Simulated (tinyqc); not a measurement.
Punch-through p+-n junction, ionisation integral and breakdown: one step of the calculation.

A p+ layer at x < 0 and an n drift layer from x = 0 to L on an n+ substrate. Depletion approximation, built-in voltage neglected. Local ionisation coefficients alpha_n = an exp(-(bn/E)^mx), alpha_p = ap exp(-(bp/E)^mx). Electrons move towards +x, holes towards x = 0.

Task. Ionisation integrals by the trapezoid rule. G(x) = integral from 0 to x of (alpha_n - alpha_p); I_n = integral of alpha_n exp(-G) (electrons injected at x = 0), I_p = integral of alpha_p exp(G(end) - G) (holes injected at the far edge); M = 1/(1 - I). All integrals by the trapezoid rule on the grid.

| point | x (um) | alpha_n (1/cm) | alpha_p (1/cm) |
|---|---|---|---|
| 0 | 0.000000 | 1043.0208 | 80.021252 |
| 1 | 3.727273 | 670.67321 | 40.565433 |
| 2 | 7.454545 | 404.15993 | 18.610568 |
| 3 | 11.181818 | 224.75967 | 7.5458124 |
| 4 | 14.909091 | 112.97875 | 2.6189924 |
| 5 | 18.636364 | 49.886505 | 0.74466231 |
| 6 | 22.363636 | 18.582770 | 0.16298788 |
| 7 | 26.090909 | 5.5036882 | 0.025069469 |
| 8 | 29.818182 | 1.1840563 | 0.0023580784 |
| 9 | 33.545455 | 0.16006285 | 1.0851988e-4 |
| 10 | 37.272727 | 0.010606131 | 1.6675278e-6 |
| 11 | 41.000000 | 2.1667382e-4 | 4.1923435e-9 |

Find: G; alpha_n exp(-G); I_n; I_p; M_n; M_p.

Result.

| point | G | alpha_n exp(-G) (1e3 1/cm) |
|---|---|---|
| 0 | 0.0000 | 1.043 |
| 1 | 0.2969 | 0.498 |
| 2 | 0.4862 | 0.249 |
| 3 | 0.5985 | 0.124 |
| 4 | 0.6596 | 0.058 |
| 5 | 0.6893 | 0.025 |
| 6 | 0.7019 | 0.009 |
| 7 | 0.7063 | 0.003 |
| 8 | 0.7076 | 0.001 |
| 9 | 0.7078 | 0.000 |
| 10 | 0.7079 | 0.000 |
| 11 | 0.7079 | 0.000 |

I_n = 0.5546
I_p = 0.06625
M_n = 2.245
M_p = 1.071

Computed by the program tinyqc: `OMP_NUM_THREADS=1 python tinyqc.py 2120066 2120067 out.jsonl`, one thread of a shared Intel Xeon 2.30GHz, about 0.09 s for the whole run.
